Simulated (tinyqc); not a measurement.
# Small-signal admittance of a forward-biased p+-n diode: admittance against frequency

Holes injected into a neutral base of width wb with an ohmic contact at its end; low injection, p0 far above the equilibrium density. A small voltage v exp(i w t), w = 2 pi f, modulates the edge density by p0 v/Vt, and the small-signal density obeys Dp d2p/dx2 = (1/tau + i w) p.

L = sqrt(Dp tau); direct current J = (q Dp p0/L) coth(wb/L); k = sqrt(1 + i w tau)/L; diffusion admittance Y = (q Dp p0/Vt) k coth(k wb) = G + i w C_diff; junction capacitance C_j = sqrt(q eps0 eps_r Nd/(2 Vr)) in the depletion approximation, with the remaining barrier Vr = Vt ln(Na/p0), a rough value under forward bias; base-width modulation is left out. Measured admittance 1/[Rs + 1/(Y + i w C_j)].

Inputs (values chosen for the exercise); permittivity close to that of gallium arsenide: temperature T = 275 K; relative permittivity eps_r = 12.9; donor density of the base Nd = 1.5e15 cm^-3; hole diffusion coefficient Dp = 5.2 cm^2/s; hole lifetime tau = 2e-8 s; width of the neutral base wb = 5.8 um; excess hole density at the junction edge p0 = 3.3e11 cm^-3; acceptor density of the p+ side Na = 3e19 cm^-3; series resistance Rs = 0.0007 ohm cm^2.

Constants: q = 1.602176634e-19 C, kB = 1.380649e-23 J/K, Vt = kB T/q, eps0 = 8.8541878128e-14 F/cm where lengths are in cm. Results are converted to the units shown.

The same in every row: C_j (uF/cm^2) = 0.01778.

Admittance against frequency:

| f (Hz) | w tau | G (S/cm^2) | C_diff (uF/cm^2) | measured G (S/cm^2) | measured C (uF/cm^2) | phase of the measured Y (degrees) |
|---|---|---|---|---|---|---|
| 30000 | 0.003770 | 0.03800 | 3.050e-4 | 0.03800 | 0.01808 | 5.125 |
| 1e5 | 0.01257 | 0.03800 | 3.050e-4 | 0.03800 | 0.01808 | 16.64 |
| 5e5 | 0.06283 | 0.03801 | 3.050e-4 | 0.03801 | 0.01808 | 56.21 |
| 2e6 | 0.2513 | 0.03814 | 3.045e-4 | 0.03817 | 0.01808 | 80.46 |
| 8e6 | 1.005 | 0.04004 | 2.961e-4 | 0.04062 | 0.01807 | 87.44 |
| 3e7 | 3.770 | 0.05587 | 2.312e-4 | 0.06394 | 0.01801 | 88.92 |
| 1e8 | 12.57 | 0.09383 | 1.379e-4 | 0.1825 | 0.01791 | 89.07 |
| 6e8 | 75.40 | 0.2224 | 5.820e-5 | 3.379 | 0.01779 | 87.12 |
| 2e9 | 251.3 | 0.4041 | 3.203e-5 | 34.60 | 0.01737 | 81.00 |

What does the table show?

G starts at J/Vt = 0.0380 S/cm^2 and C_diff at (J tau/(2 Vt))(1 - 2 x/sinh 2x) = 3.05e-4 uF/cm^2, x = wb/L = 1.80. Between the last two rows G goes as f^(0.50) and C_diff as f^(-0.50); the limits are 1/2 and -1/2, reached when the signal penetrates only sqrt(Dp/w). The measured C is within 0.01 % of C_diff + C_j in the first row and 2.4 % below it in the last, the difference being due to Rs.

Program tinyqc, `OMP_NUM_THREADS=1 python tinyqc.py 2890171 2890172 out.jsonl`; Intel Xeon 2.30GHz, shared host, one thread, about 0.01 s.
